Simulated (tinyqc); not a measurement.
Inside a calculation. Model: two coupled magnetic layers: synthetic antiferromagnet, spin flop, exchange bias and magnetoresistance. Computed by tinyqc, a small Python program that keeps every step. Command: `OMP_NUM_THREADS=1 python tinyqc.py 3017053 3017054 out.jsonl saf walk`. One thread of a shared host (Intel(R) Xeon(R) Processor @ 2.30GHz), about 0.3 s of CPU time with the checks. Intermediate numbers are printed to about 5 digits and carried at full precision; extremes and crossings named in words are read from the listed rows.

Moments lie in the plane at the angles p1, p2 from the field. Energy per area: E = J1 cos(p1 - p2) + J2 cos^2(p1 - p2) - B M_s (t1 cos p1 + t2 cos p2) + K (t1 cos^2 p1 + t2 cos^2 p2).

Inputs (values chosen for the exercise, for a model stack):

| quantity | value | unit |
|---|---|---|
| saturation magnetisation M_s | 1260 | kA/m |
| thickness t1 | 3 | nm |
| thickness t2 | 1.8 | nm |
| antiferromagnetic coupling J1 | 0.94 | mJ/m^2 |
| biquadratic coupling J2 | 0 | mJ/m^2 |
| in-plane anisotropy K | 2.9 | kJ/m^3 |
| field over the saturation field | 0.39 | - |
| spin polarisation P1 | 0.36 | - |
| spin polarisation P2 | 0.48 | - |
| resistance-area product, parallel | 7.2 | ohm micrometre^2 |
| exchange-bias energy J_ex | 0.031 | mJ/m^2 |

Field direction: along the hard axis.

## Saturation field

The parallel state is stable while the Hessian at p1 = p2 = 0 is positive: with c = J1 + 2 J2 and u = B M_s - 2K, (u t1 - c)(u t2 - c) > c^2, so B_sat M_s = c (1/t1 + 1/t2) + 2K. B_K = 2K/M_s.

exchange field c (1/t1 + 1/t2)/M_s = 663.14 mT

B_K = 4.6032 mT

saturation field B_sat = 667.74 mT

applied field B = 260.42 mT

## Equilibrium at the field B

The lowest minimum of E over both angles (from five starts; of two mirror images the one with p1 >= 0, and for equal layers |p1| <= |p2|).

p1 = 35.801 degrees

p2 = -107.06 degrees

m/m_sat along B = 0.39692

energy = -1.3683 mJ/m^2

The moments are canted, 142.9 degrees apart.

## Tunnel magnetoresistance against a free layer along B

Julliere: TMR = 2 P1 P2/(1 - P1 P2). Conductance G(theta) = G0 (1 + P1 P2 cos theta), so RA(theta) = RA_P (1 + P1 P2)/(1 + P1 P2 cos theta); theta = p2 for the layer next to the barrier.

TMR = 41.779 %

RA, antiparallel = 10.208 ohm micrometre^2

RA at this field = 8.8950 ohm micrometre^2

## Pinning of a single layer

A layer t1 on an antiferromagnet is shifted by B_ex = J_ex/(M_s t1).

bias field, single layer = 8.2011 mT

## Pinning of the pair

A rigid antiparallel pair has the net moment M_s (t1 - t2), so the same J_ex holds it up to J_ex/(M_s (t1 - t2)).

bias field, rigid pair = 20.503 mT

## Magnetisation curve

The formulas are those given above.

Equilibrium states:

| B/B_sat | B (mT) | p1 (degrees) | p2 (degrees) | m/m_sat |
|---|---|---|---|---|
| 0.02 | 13.35 | 45.909 | -132.41 | 0.1820 |
| 0.06 | 40.06 | 0.000 | -180.00 | 0.2500 |
| 0.12 | 80.13 | 0.000 | -180.00 | 0.2500 |
| 0.20 | 133.55 | 0.000 | -180.00 | 0.2500 |
| 0.30 | 200.32 | 29.322 | -127.94 | 0.3144 |
| 0.45 | 300.48 | 37.186 | -96.64 | 0.4545 |
| 0.60 | 400.65 | 35.757 | -75.39 | 0.6018 |
| 0.80 | 534.19 | 27.137 | -49.34 | 0.8005 |
| 0.95 | 634.36 | 13.935 | -23.65 | 0.9501 |
| 1.10 | 734.52 | 0.000 | 0.00 | 1.0000 |

The collinear state is the lowest in 3 row(s), with m/m_sat = (t1 - t2)/(t1 + t2) = 0.250; then the moments are canted and close at B_sat. The largest gap between m/m_sat and B/B_sat in the canted rows is 0.162.

Checks made by the program: the energy against a grid over both angles (relative difference 6e-07).
